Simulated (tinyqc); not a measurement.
## Junction parameters from two forward currents

Inverse problem. D(v) = J1 (exp(v/Vt) - 1) + J2 (exp(v/(2 Vt)) - 1). Find J1, J2 and the voltage 2 Vt ln(J2/J1) near which both parts are equal.

Parameters, values chosen for the exercise: temperature T = 330 K.

Constants: q = 1.602176634e-19 C, kB = 1.380649e-23 J/K, Vt = kB T/q. Results are converted to the units shown.

junction voltages (V): 0.3  0.62
currents (uA/um): 1.6108683e-6  0.025661027

Solution. The current is linear in J1 and J2, so two points give two equations.

J1 = 8.60e-12 uA/um
J2 = 6.60e-9 uA/um
crossover = 0.378 V

Computed by the program tinyqc: `OMP_NUM_THREADS=1 python tinyqc.py 2182061 2182062 out.jsonl`, one thread of a shared Intel Xeon 2.30GHz, about 0.2 s for the whole run.
